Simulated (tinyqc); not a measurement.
Worked calculation: tight binding, kagome lattice. One step of it, computed by the program tinyqc.

Question. Levels at k. Diagonalise the Hermitian matrix.

H(k) at k (eV), lower triangle (Hermitian):
```
                     A          B         C
A             0.000000
B  -0.965648+0.420689i   0.000000
C  -0.354352-0.420689i  -0.140000  0.000000
```

Give: eigenvalues; weights |c|^2 of the basis functions.

Answer.

eigenvalues (eV): -1.212  0.032  1.180

weights |c|^2 of the basis functions:
```
   band 1  band 2  band 3
A   0.487   0.013   0.500
B   0.392   0.211   0.397
C   0.121   0.776   0.103
```
